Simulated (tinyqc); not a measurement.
Grain-boundary trapping model (Seto) of a polycrystalline semiconductor film: one step, computed by the program tinyqc.

Grains of equal size L are joined by thin boundaries with one trap level. Trapped carriers deplete a width W on each side and raise a barrier, crossed by thermionic emission. Dopants are fully ionised, statistics are non-degenerate and mu_g does not depend on T.

Task: Critical doping. If all traps fill, the grain is just depleted at N* = Q_t/L, with the barrier e Q_t L/(8 eps eps_0).

Inputs (values chosen for the exercise, modelled on polycrystalline SiGe): permittivity eps = 13.5; grain size L = 21 nm; trap density Q_t = 7.2e+11 1/cm^2.

Grain interior: neglected.

Constants: e = 1.602176634e-19 C; eps_0 = 8.8541878128e-12 F/m; k_B = 8.617333262e-05 eV/K.

Give: N*; barrier at N* with all traps filled.

Result:

N* = 3.429e+17 1/cm^3

barrier at N* with all traps filled = 0.02533 V
